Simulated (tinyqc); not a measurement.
## Reverse leakage of an n+-p junction: diffusion, generation, trap-assisted and band-to-band tunnelling: leakage components against the reverse bias

One-sided abrupt junction in the depletion approximation, x from the junction (0) to W on the p side, field F = F0 (1 - x/W). Flat quasi-Fermi levels, long p side. Traps generate through SRH with both lifetimes shortened by 1 + Gamma (Hurkx enhancement, form for moderate fields); band-to-band generation is local and needs a total bending above Eg.

ni = sqrt(Nc Nv) exp(-Eg/(2 Vt)), Eg in volts; Vbi = Vt ln(Na Nd/ni^2); W = sqrt(2 eps0 eps_r (Vbi + VR)/(q Na)); F0 = 2 (Vbi + VR)/W; FG = sqrt(24 mt m0 (kB T)^3)/(q hbar); J_diff = q ni^2 sqrt(Dn/tau)(1 - exp(-VR/Vt))/Na. u = (Vbi + VR)(1 - x/W)^2, p = Na exp(-u/Vt), n = Nd exp((u - Vbi - VR)/Vt); G0 = ni^2 (1 - exp(-VR/Vt))/(tau (n + p + 2 ni cosh(Et/Vt))); Gamma = 2 sqrt(3 pi)(F/FG) exp((F/FG)^2); trap-assisted part G0 Gamma; G_bb = Ab F^2.5 exp(-Bb/F) with F in V/cm, zero unless Vbi + VR > Eg. Currents are q times the integrals over 0 to W; J_bb under 1e-8 of J is printed as 0; rows with F0/FG above 2.2, beyond the range of this Gamma, are left out.

Inputs (values chosen for the exercise); band and dielectric values close to those of silicon: temperature T = 400 K; band gap Eg = 1.12 eV; relative permittivity eps_r = 11.6; conduction-band density of states at T Nc = 4.39e19 cm^-3; valence-band density of states at T Nv = 4.13e19 cm^-3; acceptor density of the lighter side Na = 2.9e16 cm^-3; donor density of the heavier side Nd = 1e20 cm^-3; SRH lifetime of both carriers at zero field tau = 9e-8 s; trap level above the intrinsic level Et = 0 eV; tunnelling mass mt = 0.24 m0; electron diffusion coefficient on the lighter side Dn = 3.4 cm^2/s; band-to-band prefactor Ab = 4.6e14 cm^-0.5 V^-2.5 s^-1; band-to-band field constant Bb = 1.99e7 V/cm.

Constants: q = 1.602176634e-19 C, kB = 1.380649e-23 J/K, hbar = 1.054571817e-34 J s, m0 = 9.1093837015e-31 kg, Vt = kB T/q, eps0 = 8.8541878128e-14 F/cm where lengths are in cm. Results are converted to the units shown.

The same in every row: J_bb (A/cm^2) = 0.

Result of one run:

| F0 (kV/cm) | F0/FG | J_diff (A/cm^2) | J_SRH (A/cm^2) | J_TAT (A/cm^2) | J (A/cm^2) | largest part |
|---|---|---|---|---|---|---|
| 131 | 0.236 | 4.76e-7 | 4.37e-5 | 3.95e-5 | 8.37e-5 | SRH generation |

Which reverse bias VR gave this result: 0.2, 1, 4.2 or 5 V?

VR = 1 V.

The whole series:

| VR (V) | F0 (kV/cm) | F0/FG | J_diff (A/cm^2) | J_SRH (A/cm^2) | J_TAT (A/cm^2) | J (A/cm^2) | largest part |
|---|---|---|---|---|---|---|---|
| 0.2 | 99.7 | 0.179 | 4.75e-7 | 1.39e-5 | 9.21e-6 | 2.36e-5 | SRH generation |
| 1 | 131 | 0.236 | 4.76e-7 | 4.37e-5 | 3.95e-5 | 8.37e-5 | SRH generation |
| 1.8 | 156 | 0.281 | 4.76e-7 | 6.52e-5 | 7.04e-5 | 1.36e-4 | trap-assisted tunnelling |
| 2.6 | 178 | 0.320 | 4.76e-7 | 8.29e-5 | 1.02e-4 | 1.85e-4 | trap-assisted tunnelling |
| 3.4 | 197 | 0.354 | 4.76e-7 | 9.83e-5 | 1.35e-4 | 2.33e-4 | trap-assisted tunnelling |
| 4.2 | 215 | 0.386 | 4.76e-7 | 1.12e-4 | 1.68e-4 | 2.80e-4 | trap-assisted tunnelling |
| 5 | 231 | 0.415 | 4.76e-7 | 1.25e-4 | 2.02e-4 | 3.27e-4 | trap-assisted tunnelling |
| 5.8 | 246 | 0.442 | 4.76e-7 | 1.36e-4 | 2.37e-4 | 3.73e-4 | trap-assisted tunnelling |
| 6.6 | 260 | 0.468 | 4.76e-7 | 1.47e-4 | 2.72e-4 | 4.20e-4 | trap-assisted tunnelling |

J rises from 2.36e-5 to 4.20e-4 A/cm^2. SRH generation leads at VR = 0.2, trap-assisted tunnelling from 1.8 on. The ratio J_TAT/J_SRH goes from 0.664 to 1.85 as F0/FG goes from 0.179 to 0.468.

Range of the model: The n+ side is degenerate, so Vbi from Boltzmann statistics is only a guide.

Computed by the program tinyqc: `OMP_NUM_THREADS=1 python tinyqc.py 2290007 2290008 out.jsonl`, one thread of a shared Intel Xeon 2.30GHz, about 0.01 s for the whole run.
